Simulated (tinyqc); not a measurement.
Convergence with the mesh: Wannier function of the lower band of a two-orbital chain.

H(k) = [[-d/2 - 2 ta cos k, -t1 - t2 exp(-ik)], [-t1 - t2 exp(ik), d/2 - 2 tb cos k]], k in 1/a, Bloch sums with exp(ikR) and without the positions inside the cell. Mesh k_j = 2 pi j/N. Projection gauge: each lower eigenvector u is multiplied by the phase that makes <trial|u> real and positive (the one-band case of Loewdin orthogonalisation). Wannier amplitudes w(R) = (1/N) sum_k exp(ikR) u(k); hoppings H(R) = (1/N) sum_k exp(-ikR) E(k).

Values chosen for the exercise:
- d = 1.37 eV (A at -d/2, B at +d/2)
- t1 = 1.33 eV (A-B in the cell)
- t2 = 0.53 eV (B to A of the next cell)
- ta = 0.16 eV (A-A between cells)
- tb = 0.14 eV (B-B between cells)
- xb = 0.49 a (position of B (A at 0))
- th = 45 degrees (trial orbital cos(th) A + sin(th) B in cell 0)

Centre and Omega_I from overlaps M_j = u_j^+ diag(1, exp(-i b xb)) u_(j+1), b = 2 pi/N: centre -(1/2 pi) sum arg M, Omega_I = (1/(N b^2)) sum (1 - |M|^2). Largest error of the Fourier interpolation on 41 points from 0 to pi.

Mesh:

| N | centre (a) | Omega_I (a^2) | H(1) (eV) | largest error (meV) |
|---|---|---|---|---|
| 3 | 0.10839 | 0.04837 | -0.36576 | 85.773 |
| 4 | 0.11256 | 0.05138 | -0.38721 | 10.801 |
| 6 | 0.11511 | 0.05578 | -0.38439 | 2.092 |
| 8 | 0.11601 | 0.05751 | -0.38427 | 0.505 |
| 12 | 0.11664 | 0.05880 | -0.38427 | 0.028 |
| 16 | 0.11686 | 0.05928 | -0.38427 | 0.002 |
| 24 | 0.11702 | 0.05962 | -0.38427 | 0.000 |

The interpolation error falls exponentially, from 10.8 meV at N = 4 to 0.028 at N = 12, because the hoppings decay exponentially for an isolated band (smallest gap 2.08 eV). Omega_I carries a finite-difference error and converges as a power: against the value 0.05990 on 400 points it is off by -0.00110 at N = 12 and -0.00028 at N = 24, an exponent of 1.97, near the limit 2.

Program tinyqc; command `OMP_NUM_THREADS=1 python tinyqc.py 1481377 1481378 out.jsonl`; about 0.1 s on one thread of a shared Intel(R) Xeon(R) Processor @ 2.30GHz.
